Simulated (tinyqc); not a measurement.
# From one set of inputs to another, one input at a time

Model: domain walls in a thin film with perpendicular anisotropy: Bloch, Neel and chiral walls, motion and stripe domains. Computed by tinyqc, a small Python program. Command: `OMP_NUM_THREADS=1 python tinyqc.py 3001396 3001397 out.jsonl mwall ladder`. One thread of a shared host (Intel(R) Xeon(R) Processor @ 2.30GHz), about 0.08 s of CPU time with the checks.

One-dimensional wall: polar angle theta(x), azimuth phi of the moment in the wall (phi = 0 Neel, 90 degrees Bloch). mu_0 = 1.25663706212e-6 T m/A, gamma = 1.76085963023e11 rad/(s T).

The inputs printed are set A. Inputs not listed in the table keep their values of set A, so the rows need not describe a real material.

Inputs (values chosen for the exercise, for a model film):

| quantity | value | unit |
|---|---|---|
| saturation magnetisation M_s | 1060 | kA/m |
| exchange stiffness A | 13 | pJ/m |
| uniaxial anisotropy K_u | 777 | kJ/m^3 |
| DMI constant D | 0.15 | mJ/m^2 |
| thickness t | 2.6 | nm |
| damping alpha | 0.15 | - |
| field mu_0 H_z | 10 | mT |

Drive: magnetic field.

Method:
- K_eff = K_u - mu_0 M_s^2/2; Delta = sqrt(A/K_eff); sigma_0 = 4 sqrt(A K_eff); profile theta = 2 arctan exp(x/Delta); quality factor Q = 2 K_u/(mu_0 M_s^2).
- sigma(phi) = sigma_0 + 2 Delta K_D cos^2(phi) - pi D cos(phi), with the wall shape anisotropy K_D = N_x mu_0 M_s^2/2, N_x = t ln 2/(pi Delta). The minimum has cos(phi) = D/D_N for D < D_N = 4 Delta K_D/pi and phi = 0 beyond; sigma turns negative at D_c = (sigma_0 + 2 Delta K_D)/pi.
- Field drive: steady motion v = gamma Delta B/alpha needs B = (alpha/2) [2 B_D sin(phi) - B_K sin(2 phi)] in size, B_K = 2 K_D/M_s, B_D = pi D/(2 M_s Delta), with phi moving from its rest value; the Walker field B_W is the largest value of |B_D sin(phi) - (B_K/2) sin(2 phi)| times alpha, reached at cos(phi) = [d - sqrt(d^2 + 8)]/4, d = B_D/B_K. Far above B_W/alpha, v = gamma Delta B alpha/(1 + alpha^2); this is used for all B above B_W.
- Dipolar length l = sigma/(mu_0 M_s^2); for t much smaller than the period the domain width is w = 0.955 t exp(pi l/t) (Kaplan and Gehring), given as log10 of w in nm.

Each row keeps all changes above it:

| input moved | from | to | wall energy sigma (mJ/m^2) | Walker field B_W (mT) | log10 of the domain width in nm |
|---|---|---|---|---|---|
| set A | - | - | 3.775 | 6.06 | 1.798 |
| uniaxial anisotropy K_u (kJ/m^3) | 777 | 882 | 5.982 | 9.54 | 2.618 |
| thickness t (nm) | 2.6 | 0.68 | 5.791 | 4.87 | 8.042 |
| DMI constant D (mJ/m^2) | 0.15 | 0.7 | 4.064 | 18.43 | 5.587 |
| damping alpha | 0.15 | 0.011 | 4.064 | 1.35 | 5.587 |
| saturation magnetisation M_s (kA/m) | 1060 | 997 | 5.306 | 1.73 | 8.335 |
| exchange stiffness A (pJ/m) | 13 | 14 | 5.582 | 1.67 | 8.779 |

Wall energy sigma goes from 3.77 to 5.58, a factor 1.48 in all. The largest single move comes from uniaxial anisotropy K_u (a factor 1.58), and DMI constant D works against it (a factor 0.702). Walker field B_W goes from 6.06 to 1.67, a factor 0.275 in all. The largest single move comes from damping alpha (a factor 0.0733), and DMI constant D works against it (a factor 3.78). log10 of the domain width in nm goes from 1.80 to 8.78, a factor 4.88 in all. The largest single move comes from thickness t (a factor 3.07), and DMI constant D works against it (a factor 0.695). The single moves hold for this order of the switches; the total does not depend on the order.

Caution (rows set A, uniaxial anisotropy K_u, thickness t, damping alpha, saturation magnetisation M_s, exchange stiffness A): below about 3 B_W/alpha the mean velocity lies above the far-field formula, by a factor of roughly 1 + (B_W/(alpha B))^2/2. Caution (rows set A): the domains are not wide against the wall, so the thin-wall formula fails.

Extremes, crossings and ranges named in words are read from the listed rows.
